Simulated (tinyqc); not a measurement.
Thickness from the minima: X-ray reflectivity of a thin film on silicon: critical angles, Parratt recursion, fringes and roughness. Computed by tinyqc, a small Python program. Command: `OMP_NUM_THREADS=1 python tinyqc.py 3121263 3121264 out.jsonl xrr walk`. One thread of a shared host (Intel(R) Xeon(R) Processor @ 2.30GHz), about 0.01 s of CPU time with the checks.

n = 1 - delta + i beta; the classical electron radius is r_e = 2.8179403e-6 nm. Layer 0 is vacuum, 1 the film, 2 the substrate.

Inputs (values chosen for the exercise, modelled on ruthenium on silicon, copper K-alpha radiation):

| quantity | value | unit |
|---|---|---|
| wavelength lambda | 0.15406 | nm |
| film density rho | 11.9 | g/cm^3 |
| effective electrons per unit mass, film | 0.436 | mol/g |
| beta/delta, film | 0.092 | - |
| film thickness d | 29.3 | nm |
| roughness of the surface sigma_1 | 0.2 | nm |
| roughness of the interface sigma_2 | 0.13 | nm |
| substrate density | 2.33 | g/cm^3 |
| effective electrons per unit mass, substrate | 0.507 | mol/g |
| beta/delta, substrate | 0.023 | - |
| grazing angle theta | 1.04 | degrees |

Constants: N_A = 6.02214076e+23 1/mol.

Method:
- delta = r_e lambda^2 rho_e/(2 pi), rho_e = density x electrons per mass x N_A; critical angle sqrt(2 delta), q_c = 4 sqrt(pi r_e rho_e).
- k_j = (2 pi/lambda) sqrt(sin^2 theta - 2 delta_j + 2 i beta_j); r_ij = (k_i - k_j)/(k_i + k_j) x exp(-2 k_i k_j sigma^2) (Nevot-Croce); r = (r_01 + r_12 p)/(1 + r_01 r_12 p), p = exp(2 i k_1 d); R = |r|^2.
- Far above the critical angle the period is d theta = lambda/(2 d), or 2 pi/d in q; the envelope runs between (|r_01| - |r_12 p|)^2 and (|r_01| + |r_12 p|)^2; contrast = 2 a b/(a^2 + b^2) with a = |r_01|, b = |r_12 p|; roughness factors on the amplitudes are about exp(-q^2 sigma^2/2).
- Minima of R theta^4 are located on 6001 points over 7.5 periods, from 1.15 times the larger critical angle. With refraction, sin^2(theta_m) = 2 delta + m^2 (lambda/(2 d))^2, m integer or half-integer; the first six minima are used, and the first order is the one that minimises the largest residual of the least-squares line plus the distance of its intercept from 2 delta. Without refraction, d = lambda/(2 x mean step of sin theta).

Constants:

| layer | rho_e (1/nm^3) | delta | beta | critical angle (degrees) | q_c (1/nm) |
|---|---|---|---|---|---|
| film | 3124.53 | 3.32595e-05 | 3.05988e-06 | 0.467300 | 0.665262 |
| substrate | 711.40 | 7.57263e-06 | 1.74170e-07 | 0.222977 | 0.317437 |

period in theta = 0.150631 degrees

Minima:

| order m | theta (degrees) | sin^2 theta |
|---|---|---|
| 2 | 0.5577 | 9.4752e-05 |
| 3 | 0.6511 | 1.2914e-04 |
| 4 | 0.7633 | 1.7749e-04 |
| 5 | 0.8870 | 2.3967e-04 |
| 6 | 1.0181 | 3.1571e-04 |
| 7 | 1.1540 | 4.0564e-04 |

d with refraction = 29.304 nm

d without refraction = 37.011 nm

What follows from these numbers?

Against d = 29.3 nm the errors are +0.01 % with and +26.32 % without refraction. The orders are integers, as r_01 and r_12 have opposite signs for a film denser than the substrate.

Extremes, crossings and ranges named in words are read from the listed rows.
